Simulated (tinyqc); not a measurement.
Resistance of a source-drain extension with a graded tip: one step of the calculation.

y runs along the channel, the gate covers y > 0. The doping is N0 for y < y0 and N0 10^(-(y - y0)/la) beyond, uniform over the depth xj. Sheet conductance s(y) = q mu(N) max(N - Nch, 0) xj + (for y > 0) ma Cox Vo, with mu(N) = u0 + (u1 - u0)/(1 + (N/Nr)^au) and Cox = eps0 eox/tox. Current is taken as one-dimensional; depletion of the tip, spreading and the contact are left out. The metallurgical junction lies at yj, where N = Nch.

Task. Sheet resistances and junction position. yj = y0 + la log10(N0/Nch); sheet resistance of the full extension 1/[q mu(N0)(N0 - Nch) xj] and of the gate-induced layer 1/(ma Cox Vo); metallurgical length Lg - 2 yj; ye is where the doped and the gate-induced conductances are equal.

Values chosen for this exercise; mobility law close to that of electrons in silicon:
```
symbol   value        unit                                                                 meaning
eox        3.9              relative permittivity of the gate insulator (close to silicon dioxide)
tox          1          nm                                                     insulator thickness
N0      1.8e20       cm^-3                        active doping of the extension far from the gate
la         5.5   nm/decade                                                      lateral abruptness
y0           2          nm          position under the gate where the fall begins (gate edge at 0)
xj          10          nm                                                  depth of the extension
Nch     8.4e17       cm^-3                                                          channel doping
Vo        0.62           V                                                          gate overdrive
ma          82  cm^2/(V s)                                      mobility of the gate-induced layer
u1        1414  cm^2/(V s)                                                  mobility at low doping
u0        68.5  cm^2/(V s)                                                 mobility at high doping
Nr      9.2e16       cm^-3                                                        reference doping
au       0.711                                                                            exponent
Lg          40          nm                                                             gate length
```

Constants: q = 1.602176634e-19 C, eps0 = 8.8541878128e-14 F/cm where lengths are in cm. Results are converted to the units shown.

Wanted: yj; sheet resistance of the extension; sheet resistance of the induced layer; metallurgical length; ye; N at ye.

Result.

yj = 14.82 nm
sheet resistance of the extension = 466.9 ohm/square
sheet resistance of the induced layer = 5696 ohm/square
metallurgical length = 10.36 nm
ye = 8.784 nm
N at ye = 1.051e19 cm^-3

The gate takes over 6.04 nm before the junction, where N is still 12.5 times the channel doping.

Program tinyqc, `OMP_NUM_THREADS=1 python tinyqc.py 2282112 2282113 out.jsonl`; Intel Xeon 2.30GHz, shared host, one thread, about 0.03 s.
